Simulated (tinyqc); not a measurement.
# MOS structure on a p-type body with a surface-enhanced doping, non-linear Poisson equation by Newton steps: what changes with what

One dimension, insulator interface at x = 0, acceptor density Na + N0 exp(-x/Ls), net doping C = -(acceptor density). psi is counted from the intrinsic level: n = ni exp((psi - Vb)/Vt), p = ni exp(-psi/Vt); deep in the body psi_b = -Vt ln(Na/ni). The gate acts through Cox = eps0 eox/tox and has the potential psi_G = Vg - (phiM - chi - Vt ln(Nc/ni)). Boltzmann statistics, full ionisation, classical densities, no oxide or interface charge. Acceptors in real wide-gap material are deep and only partly ionised in the neutral body.

Inputs (values chosen for the exercise); band and dielectric values close to those of 4H silicon carbide: temperature T = 300 K; band gap Eg = 3.28 eV; relative permittivity eps_r = 9.74; conduction-band density of states at T Nc = 1.73e19 cm^-3; valence-band density of states at T Nv = 2.51e19 cm^-3; electron affinity chi = 3.54 eV; acceptor density deep in the body Na = 5.4e15 cm^-3; relative permittivity of the gate insulator (close to silicon dioxide) eox = 3.9; insulator thickness tox = 1.8 nm; gate work function phiM = 4.11 eV; electron quasi-Fermi potential against the body Vb = 0.6 V; extra acceptor density at the surface N0 = 1.8e16 cm^-3; decay length Ls = 110 nm.

Constants: q = 1.602176634e-19 C, kB = 1.380649e-23 J/K, Vt = kB T/q, eps0 = 8.8541878128e-14 F/cm where lengths are in cm. Results are converted to the units shown.

Each table varies one quantity; the others keep the values above.

## Charge and capacitance against gate voltage

ni = sqrt(Nc Nv) exp(-Eg/(2 Vt)), Eg in volts. The Poisson equation d/dx(eps0 eps_r dpsi/dx) = -q (p - n + C), with eps0 eps_r dpsi/dx = -Cox (psi_G - psi_0) at x = 0, is solved on a mesh of about 600 nodes or more. N_inv is the integral of n less its value deep in the body. C_LF = Cox (1 - dpsi_0/dVg) with all carriers following; C_HF is the same with the electron quasi-Fermi level shifting uniformly so that N_inv stays fixed. The centroid is that of the same excess.

Charge and capacitance against gate voltage:
```
Vg (V)	psi_0 - psi_b (V)	N_inv (cm^-2)	C_LF/Cox	C_HF/Cox	centroid (nm)
0.75	3.19	5.16e4	0.00602	0.00602	2.37
0.87	3.31	5.13e6	0.00591	0.00589	2.33
0.98	3.42	3.48e8	0.00689	0.00579	2.30
1.1	3.54	3.07e10	0.0926	0.00568	2.24
1.22	3.62	5.00e11	0.557	0.00563	1.89
1.34	3.66	1.47e12	0.755	0.00562	1.48
1.46	3.68	2.61e12	0.834	0.00562	1.21
1.58	3.70	3.85e12	0.876	0.00562	1.02
1.7	3.71	5.12e12	0.902	0.00562	0.888
```

N_inv goes from 51600 to 5.12e12 cm^-2 and passes 2e11 cm^-2 at Vg = 1.17 V. Below threshold it takes 60.1 mV a decade between Vg = 0.87 and 0.98 V, against Vt ln 10 = 59.5 mV. C_LF/Cox is lowest, 0.00591, at Vg = 0.87 V among the rows listed and ends at 0.902, while C_HF/Cox ends at 0.00562. Between the last two rows q dN_inv/dVg is 0.890 Cox. Where the classical centroid is under about 2 nm, confinement would move the charge away from the interface and raise the threshold. Above about 2e12 cm^-2 degeneracy matters too.

## Effect of the electron quasi-Fermi potential against the body on threshold, swing and body effect

VT is the Vg at which N_inv = 2e11 cm^-2. m = 1/(dpsi_0/dVg) at N_inv = 1e8 cm^-2; the swing is the Vg between N_inv = 1e8 and 1e9 cm^-2; body coefficient [VT(Vb + 0.05 V) - VT(Vb)]/0.05 V - 1.

Results:
```
Vb (V)	VT (V)	psi_0 - psi_b at VT (V)	m - 1	swing (mV/decade)	body coefficient
0	0.561	2.99	0.00687	60.2	0.00918
0.6	1.17	3.59	0.00617	60.1	0.00811
0.9	1.47	3.89	0.00590	60.1	0.00769
1.2	1.77	4.19	0.00566	60.1	0.00732
1.5	2.07	4.49	0.00545	60.1	0.00699
1.8	2.38	4.79	0.00526	60.0	0.00670
```

Estimate the missing row, Vb = 0.3 V.

Computed row:
```
Vb (V)	VT (V)	psi_0 - psi_b at VT (V)	m - 1	swing (mV/decade)	body coefficient
0.3	0.864	3.29	0.00649	60.2	0.00860
```

With this row back in the table: As Vb goes from 0 to 1.8, VT rises from 0.561 to 2.38 V, the swing stays near 60.1 mV/decade and the body coefficient falls from 0.00918 to 0.00670. The swing stays within 0.49 % of m Vt ln 10, and the body coefficient within 0.0023 of m - 1.

Numbers from tinyqc (`OMP_NUM_THREADS=1 python tinyqc.py 2080024 2080025 out.jsonl`; about 0.6 s on one thread of a shared Intel Xeon 2.30GHz).
